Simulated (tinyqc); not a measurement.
# Changing the starting silicon radius a0

Model: oxidation of curved silicon (wires and holes): cylindrical Deal-Grove kinetics with stress-retarded reaction. Computed by tinyqc, a small Python program. Command: `OMP_NUM_THREADS=1 python tinyqc.py 3024776 3024777 out.jsonl wireox sweep`. One thread of a shared host (Intel(R) Xeon(R) Processor @ 2.30GHz), about 0.03 s of CPU time with the checks.

Silicon fills r < a and oxide a < r < b. One volume of silicon gives 2.25 volumes of oxide, and the length is fixed.

Inputs (values chosen for the exercise, close to those used for silicon in dry oxygen): prefactor B0 = 705 um^2/h; activation energy E_B = 1.23 eV; prefactor (B/A)0 = 5.5e+06 um/h; activation energy E_A = 1.99 eV; starting oxide x_i = 2 nm; viscosity prefactor eta0 = 1.5e-08 Pa s; viscosity energy E_eta = 5.42 eV; critical shear stress s_c = 31 MPa; activation volume V_k = 11 angstrom^3; temperature T = 975 C; time t = 0.54 h.

Shape: wire (convex).

Constants: k_B = 8.617333262e-05 eV/K.

Method:
- B = B0 exp(-E_B/(k_B T)), B/A = (B/A)0 exp(-E_A/(k_B T)), eta = eta0 exp(E_eta/(k_B T)); 1 um = 1000 nm.
- Temperatures in kelvin are T(C) + 273.15.
- Geometry: b^2 = b0^2 + 1.25 (a0^2 - a^2), b0 = a0 + x_i.
- Rate of oxide made per interface area: q = 1/[1/k + 2 a |ln(b/a)|/B], and |da/dt| = q/2.25. Reaction k = (B/A) exp(-sigma V_k/(k_B T)). New oxide pushes the old with radial speed u = 1.25 |da/dt| at r = a; the shear stress at radius r is s_c asinh(z a^2/r^2), z = 2 eta u/(a s_c) (Eyring flow), and the compressive normal stress at the interface is sigma = |int_a^b 2 s/r dr| = s_c |F(z) - F(z a^2/b^2)|, F(y) = int_0^y asinh(w)/w dw. q and sigma are solved together. 1 MPa angstrom^3 = 6.241509e-6 eV.
- Integrate da/dt adaptively (tolerance 1e-8); a wire counts as consumed at a = 0.5 nm and a hole as closed at b = 0.5 nm. Planar reference: x^2 + A x = B t + x_i^2 + A x_i, A = B/(B/A).

One run for each value:
```
starting silicon radius a0 (nm)  ratio to the planar thickness  oxide thickness (nm)  normal stress at time t (MPa)
9.7                                                    0.56666                14.273                         1162.5
19.0                                                   0.72198                18.185                          519.2
36.0                                                   0.82924                20.887                          272.4
69.0                                                   0.90218                22.724                          140.9
130.0                                                  0.94571                23.821                           72.0
260.0                                                  0.97251                24.496                           33.4
500.0                                                  0.98584                24.831                           15.7
```

Over the rows, ratio to the planar thickness rises from 0.567 to 0.986 (exponent d ln y / d ln x 0.36 between the first rows and 0.021 between the last); oxide thickness (nm) rises from 14.3 to 24.8 (exponent d ln y / d ln x 0.36 between the first rows and 0.021 between the last); normal stress at time t (MPa) falls from 1160 to 15.7 (exponent d ln y / d ln x between -1.2 and -1.0). Curvature effects scale with thickness over radius and fade for large a0. Left out: 5.00 (the wire is consumed or the hole is closed).

Caution (rows 9.70): a core of one or two nanometres is at the limit of a continuum model. Caution (all rows): planar dry oxides this thin grow faster than Deal-Grove predicts. Caution (all rows): the oxide is taken as a purely viscous fluid in steady flow; elasticity, stress-dependent diffusion and thin-oxide enhancement are left out.
